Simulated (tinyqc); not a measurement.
p-n diode, drift-diffusion by the Gummel loop with Scharfetter-Gummel fluxes: two steps of the calculation.

Abrupt junction at x = 0, p side from -Lp, n side to Ln, ohmic contacts. psi is counted from the intrinsic level; n = ni exp((psi - phin)/Vt), p = ni exp((phip - psi)/Vt). Contacts: p side psi = V - Vt ln(Na/ni), p = Na, n = ni^2/Na; n side psi = Vt ln(Nd/ni), n = Nd, p = ni^2/Nd. Constant mobilities, D = mu Vt, Boltzmann statistics, SRH recombination through a mid-gap level, U = (n p - ni^2)/(tp (n + ni) + tn (p + ni)). Current is positive from the p contact to the n contact.

Values chosen for this exercise; band and dielectric values close to those of gallium arsenide:
- T = 300 K (temperature)
- eps_r = 13.2 (relative permittivity)
- Na = 3.1e16 cm^-3 (acceptor density of the p side)
- Nd = 4.5e15 cm^-3 (donor density of the n side)
- mun = 6700 cm^2/(V s) (electron mobility)
- mup = 380 cm^2/(V s) (hole mobility)
- tn = 7e-10 s (SRH lifetime of electrons)
- tp = 2e-8 s (SRH lifetime of holes)
- G = 0 cm^-3 s^-1 (uniform generation rate)
- V = 1.21 V (bias of the p contact)

Constants: q = 1.602176634e-19 C, kB = 1.380649e-23 J/K, Vt = kB T/q, eps0 = 8.8541878128e-14 F/cm where lengths are in cm. Results are converted to the units shown.

Task 1. Poisson equation. With phin and phip held, solve a_i (psi_(i+1) - psi_i) - a_(i-1) (psi_i - psi_(i-1)) + q w_i (p_i - n_i + C_i) = 0 for the inner nodes by Newton steps to convergence; a_i = eps0 eps_r/h_i, h_i = x_(i+1) - x_i, w_i = (h_(i-1) + h_i)/2, C = -Na or +Nd.

```
node  x (nm)  phin at the start (V)  phip at the start (V)
0       -460                   1.21                   1.21
1       -355                      0                   1.21
2       -261                      0                   1.21
3       -176                      0                   1.21
4      -99.8                      0                   1.21
5        -31                      0                   1.21
6         31                      0                   1.21
7        132                      0                   1.21
8        297                      0                   1.21
9        567                      0                   1.21
10      1010                      0                   1.21
11      1730                      0                   1.21
12      2900                      0                      0
```

ni = 3.4614643e6 cm^-3

Find: psi; n after Poisson; p after Poisson.

Result 1.

```
node  psi (V)  n after Poisson (cm^-3)  p after Poisson (cm^-3)
0     0.61759                3.8651e-4                3.1000e16
1     0.59751                3.7762e16                6.7386e16
2     0.59718                3.7282e16                6.8254e16
3     0.59718                3.7273e16                6.8271e16
4     0.59719                3.7289e16                6.8241e16
5     0.59753                3.7786e16                6.7344e16
6     0.60585                5.2134e16                4.8809e16
7     0.60615                5.2736e16                4.8252e16
8     0.60615                5.2744e16                4.8245e16
9     0.60615                5.2745e16                4.8245e16
10    0.60615                5.2744e16                4.8245e16
11    0.60614                5.2723e16                4.8265e16
12    0.54252                4.5000e15                0.0026626
```

Task 2. Recombination and current. U_i as defined. J = Jn at the p contact + Jp at the n contact + q sum w_i U_i - q G sum w_i over the inner nodes, which avoids differences of large majority fluxes: Jn = (q mun Vt/h_0)[n_1 B(d_0) - n_0 B(-d_0)], Jp = (q mup Vt/h_last)[p_(N-1) B(d_last) - p_N B(-d_last)], d_i = (psi_(i+1) - psi_i)/Vt, B(d) = d/(exp(d) - 1), w_i = (h_(i-1) + h_i)/2.

```
node  x (nm)  converged psi (V)  converged n (cm^-3)  converged p (cm^-3)
0       -460         0.61758691         3.8650757e-4               3.1e16
1       -355         0.61607792         8.1470070e14         3.1809751e16
2       -261         0.61479047         1.5079304e15         3.2501428e16
3       -176         0.61369410         2.1107960e15         3.3076610e16
4      -99.8         0.61299905         2.6563800e15         3.3243920e16
5        -31         0.61519181         3.4663833e15         2.9919170e16
6         31         0.64244349         1.0827638e16         1.0068581e16
7        132         0.64462421         1.2625028e16         8.3531375e15
8        297         0.64132451         1.2353893e16         7.8630152e15
9        567         0.63519060         1.1672338e16         7.1769047e15
10      1010         0.62413750         1.0505385e16         6.0120355e15
11      1730         0.60235578         8.4347037e15         3.9508281e15
12      2900         0.54252106               4.5e15         0.0026626077
```

ni = 3.4614643e6 cm^-3

Find: U; Jn at the p contact; Jp at the n contact; recombination; generation; J.

Result 2.

U, node 0 to 12 (cm^-3 s^-1): 0  6.7207e23  9.2629e23  1.0681e24  1.1559e24  1.1489e24  4.8756e23  4.0820e23  3.8458e23  3.5129e23  2.9470e23  1.9436e23  0
Jn at the p contact = 2216.7 A/cm^2
Jp at the n contact = 136.50 A/cm^2
recombination = 16.867 A/cm^2
generation = 0 A/cm^2
J = 2370.0 A/cm^2

Program tinyqc, `OMP_NUM_THREADS=1 python tinyqc.py 2240085 2240086 out.jsonl`; Intel Xeon 2.30GHz, shared host, one thread, about 0.1 s.
